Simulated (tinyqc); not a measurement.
# Energy and delay of logic against supply voltage: optimum supplies against the logic depth

One expression serves below and above threshold: I(Vg) = Ik [ln(1 + exp((Vg - VT + dd V)/(al nf Vt)))]^al, with I_on = I(V) and I_off = I(0). Gate delay td = kd C V/I_on, clock period LD td. Per gate and cycle the switching energy is act C V^2 and the leakage energy I_off V LD td. No short-circuit current, no variation. Minima are sought above 0.09 V; below a few Vt gates no longer switch and the model has no meaning.

V_min minimises the energy and V_EDP the product of energy and td.

Inputs (values chosen for the exercise); values of the order met in logic technologies: temperature T = 330 K; threshold voltage at zero drain bias VT = 0.45 V; slope factor nf = 1.08; barrier lowering per volt of supply dd = 0.06; specific current of a gate Ik = 1.8 uA; exponent of the current law al = 1.58; load capacitance of a gate C = 2.8 fF; delay factor kd = 1; activity factor act = 0.05.

Constants: q = 1.602176634e-19 C, kB = 1.380649e-23 J/K, Vt = kB T/q. Results are converted to the units shown.

Result of one run:
```
V_min (V)	energy at V_min (aJ)	leakage share (%)	clock at V_min (MHz)	V_EDP (V)	clock at V_EDP (GHz)
0.1913	7.559	32.21	0.08902	0.8969	2.386
```

Which logic depth LD gave this result: 12, 30, 50 or 150?

LD = 12.

The whole series:
```
LD	V_min (V)	energy at V_min (aJ)	leakage share (%)	clock at V_min (MHz)	V_EDP (V)	clock at V_EDP (GHz)
5	0.1540	5.530	39.93	0.07347	0.8969	5.726
8	0.1746	6.595	35.25	0.08238	0.8969	3.579
12	0.1913	7.559	32.21	0.08902	0.8969	2.386
20	0.2114	8.840	29.20	0.09654	0.8969	1.432
30	0.2269	9.911	27.26	0.1020	0.8969	0.9544
50	0.2460	11.33	25.24	0.1084	0.8969	0.5727
80	0.2632	12.71	23.70	0.1139	0.8969	0.3579
150	0.2859	14.67	22.03	0.1205	0.8969	0.1909
```

As LD goes from 5 to 150, V_min rises from 0.154 to 0.286 V, the energy there rises from 5.53 to 14.7 aJ, the clock there rises from 0.0735 to 0.121 MHz and V_EDP stays near 0.897 V. act and LD enter V_min only through the ratio act/LD.

Computed by the program tinyqc: `OMP_NUM_THREADS=1 python tinyqc.py 2082197 2082198 out.jsonl`, one thread of a shared Intel Xeon 2.30GHz, about 0.01 s for the whole run.
